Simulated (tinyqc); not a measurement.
## Scale length and length offset from two DIBL values

Inverse problem. DIBL = exp(-Le/(2 l)) + 2 exp(-Le/l) with Le = L - dL. Find l, dL and the drawn length for a DIBL of 100 mV/V.

DIBL at drawn lengths 44 and 74 nm (mV/V): 123.07884  19.661259

Answer. With e = exp(-Le/(2 l)), 2 e^2 + e = DIBL gives e and so Le/l at each length; Le/l is a straight line in L with slope 1/l.

l = 8.90 nm
dL = 3.40 nm
length for 100 mV/V = 47.2 nm

tinyqc, about 0.01 s, one thread, Intel Xeon 2.30GHz (shared host): `OMP_NUM_THREADS=1 python tinyqc.py 2002172 2002173 out.jsonl`
